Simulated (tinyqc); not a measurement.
Round or elliptic silicon nanowire with anisotropic valleys (Ritz method), step by step. Values are carried at full precision from step to step, so a last printed digit may differ when a step is redone from the rounded ones.

Wire along x = [100] on a (001) wafer, y = [010], z = [001]. Valley groups, two valleys each (w = inverse masses): A, axis along z: w_y = 1/mt, w_z = 1/ml, m_x = mt; B, axis along y: w_y = 1/ml, w_z = 1/mt, m_x = mt; C, axis along x: w_y = w_z = 1/mt, m_x = ml.

Constants: hbar^2/2m0 = 3.80998211 eV angstrom^2; kB = 8.617333262e-05 eV/K.

Inputs chosen for the exercise (near those of a Si nanowire; the results hold for these values, not for the real material): ml = 0.909 m0 (longitudinal mass); mt = 0.189 m0 (transverse mass); a = 23 angstrom (semi-axis along y); b = 28 angstrom (semi-axis along z); group = C (valley group worked out); T = 77 K (temperature).

## Stretching the ellipse

Scaling y by 1/sqrt(w_y) and z by 1/sqrt(w_z) makes the mass 1 and the semi-axes A = a/sqrt(w_y), B = b/sqrt(w_z). List them with the one-function estimate 3c (1/A^2 + 1/B^2) and the slender limit c (pi/2s)^2 (1 + 2s/(pi l)), s and l the smaller and larger of A, B; c = hbar^2/2m0.

Groups:

| group | g | A | B | axis ratio | one function (eV) | slender limit (eV) |
|---|---|---|---|---|---|---|
| A | 2 | 10.00 | 26.70 | 2.670 | 0.1304 | 0.1164 |
| B | 2 | 21.93 | 12.17 | 1.801 | 0.1009 | 0.0859 |
| C | 2 | 10.00 | 12.17 | 1.217 | 0.1915 | 0.1432 |

The one-function value suits axis ratios near 1 and the slender limit ratios well above 2.

## Matrices of three even functions

Hard wall on the ellipse (y/a)^2 + (z/b)^2 = 1, c = hbar^2/2m0. With u = y/a, v = z/b the operator is -c [(w_y/a^2) d2/du2 + (w_z/b^2) d2/dv2] on the unit disc. Basis (1 - u^2 - v^2) u^i v^j; S, X and Y are the disc integrals of f f', (df/du)(df'/du) and (df/dv)(df'/dv), from the integral of u^p v^q = 2 Gamma((p+1)/2) Gamma((q+1)/2)/((p + q + 2) Gamma((p+q+2)/2)) for even p, q; H = c (w_y X/a^2 + w_z Y/b^2).

Basis 1, u^2, v^2 times (1 - u^2 - v^2); form S and H for the chosen group.

S, lower triangle:
```
            1       u^2       v^2
1    1.047198
u^2  0.130900  0.039270
v^2  0.130900  0.013090  0.039270
```

H (meV), lower triangle:
```
            1      u^2      v^2
1    200.4952
u^2   33.4159  32.4838
v^2   33.4159   4.1770  25.9940
```

## Lowest level in this basis

Solve H p = E S p for the wire level; give E, the ratios p2/p1 and p3/p1, and H11/S11.

E = 184.4 meV

ratios: -0.34  -0.46

one function = 191.5 meV

The two added functions lower the level by 7.1 meV (3.7 %), mostly by narrowing the state along v, the direction in which the stretched ellipse is long.

## Subbands

Converged values use 21 functions of each parity class (e or o in u, then in v).

The nine lowest levels of all groups and parity classes.

Subbands:

| group, parity | g | m_x (m0) | E (eV) |
|---|---|---|---|
| B ee | 2 | 0.1890 | 0.0963 |
| A ee | 2 | 0.1890 | 0.1223 |
| B oe | 2 | 0.1890 | 0.1787 |
| C ee | 2 | 0.9090 | 0.1843 |
| A eo | 2 | 0.1890 | 0.1891 |
| A ee | 2 | 0.1890 | 0.2770 |
| B ee | 2 | 0.1890 | 0.2946 |
| B eo | 2 | 0.1890 | 0.3084 |
| A eo | 2 | 0.1890 | 0.3875 |

At 77 K and without degeneracy the populations go as g sqrt(m_x) exp(-E/kB T): among these nine the lowest level holds 98 % and the light transport mass mt 100 % of the electrons. Levels above about 0.3 eV lie beyond parabolic valleys and hard walls.

## Checks

- Circle of radius a with both masses mt against c (2.404826/R)^2/m, eV: both 0.2204.

Program tinyqc; command `OMP_NUM_THREADS=1 python tinyqc.py 1281114 1281115 out.jsonl`; about 0.05 s on one thread of a shared Intel(R) Xeon(R) Processor @ 2.30GHz.
